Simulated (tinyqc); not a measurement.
# Undoped gate-all-around wire MOSFET, analytic charge model, step by step

Program tinyqc, `OMP_NUM_THREADS=1 python tinyqc.py 2460083 2460084 out.jsonl`; Intel Xeon 2.30GHz, shared host, one thread, about 0.02 s. Printed values are rounded.

An undoped round wire of radius R under an insulator shell and a surrounding gate; long channel, electrons only, n = ni exp((psi - V)/Vt) with V the quasi-Fermi potential (0 at the source, Vd at the drain), constant mobility, no quantisation. The radial Poisson equation gives n(r) = n(0)/(1 - (1 - b) r^2/R^2)^2 with b = Q0/(Q + Q0). Q is the electron charge per area of the wire surface.

Parameters, values chosen for the exercise; material values close to those of silicon:
```
symbol,value,unit,meaning
T,250,K,temperature
Eg,1.14,eV,band gap
eps_r,11.9,,relative permittivity of the semiconductor
Nc,2.12e19,cm^-3,conduction-band density of states at T
Nv,2.02e19,cm^-3,valence-band density of states at T
eox,3.86,,relative permittivity of the gate insulator
tox,2,nm,insulator thickness
R,5,nm,wire radius
dphi,-0.02,V,gate work function less that of the intrinsic body
mu,500,cm^2/(V s),channel mobility
L,0.5,um,gate length
Vg,0.64,V,gate voltage
Vd,0.05,V,drain voltage
```

Constants: q = 1.602176634e-19 C, kB = 1.380649e-23 J/K, Vt = kB T/q, eps0 = 8.8541878128e-14 F/cm where lengths are in cm. Results are converted to the units shown.

Range of the model: In a wire this thin, quantum confinement raises the threshold; it is left out. The surface density at the source passes 0.3 Nc, where Boltzmann statistics fail.

## Constants of the wire

ni = sqrt(Nc Nv) exp(-Eg/(2 Vt)), Eg in volts; Cox = eps0 eox/(R ln(1 + tox/R)); Q0 = 4 eps0 eps_r Vt/R; V0 = dphi + Vt ln[8 eps0 eps_r Vt/(q ni R^2)].

ni = 6.68574e7 cm^-3
Cox = 2.03150 uF/cm^2
Q0 = 181.593 nC/cm^2
V0 = 0.517290 V

## Iteration 1: charge at the source by Newton steps

Q at the start = 18 nC/cm^2

With V = 0: f = Q/Cox + Vt ln(Q/Q0) + Vt ln(1 + Q/Q0) - (Vg - V0); f' = 1/Cox + Vt/Q + Vt/(Q + Q0); Q(new) = Q - f/f'.

f = -0.161608 V
f' = 0.00179704 V cm^2/nC
Q after iteration 1 = 107.930 nC/cm^2

## Iteration 2: charge at the source by Newton steps

As before.

f = -0.0707404 V
f' = 7.66261e-4 V cm^2/nC
Q after iteration 2 = 200.249 nC/cm^2

## Course of the iteration: charge at the source by Newton steps

Stop when Q changes by less than 1e-8 nC/cm^2, or after 40 iterations.

Course of the iteration:

| iteration | Q (nC/cm^2) | \|change\| (nC/cm^2) |
|---|---|---|
| 1 | 107.930 | 89.9 |
| 2 | 200.249 | 92.3 |
| 3 | 209.421 | 9.17 |
| 4 | 209.464 | 0.0431 |
| 5 | 209.464 | 9.04e-7 |
| 6 | 209.464 | < 1e-11 |

Converged in 6 iterations. At the end the number of correct digits about doubles with each step.

## Drain current and line charge

Qs = 209.464 nC/cm^2
Qd = 135.930 nC/cm^2

Q solves Vg - V0 - V = Q/Cox + Vt ln(Q/Q0) + Vt ln(1 + Q/Q0). I = mu (2 pi R/L)[2 Vt (Qs - Qd) + (Qs^2 - Qd^2)/(2 Cox) + Vt Q0 ln((Qd + Q0)/(Qs + Q0))], with Qs at V = 0 and Qd at V = Vd. Electrons per length at the source: 2 pi R Qs/q; surface over centre density: (1 + Qs/Q0)^2.

first term = 0.0995361 uA
second term = 0.196384 uA
third term = -0.0256010 uA
I = 0.270319 uA
electrons per length = 0.410722 1/nm
surface over centre density = 4.63748

The square-law term makes up 72.6 % of the current.
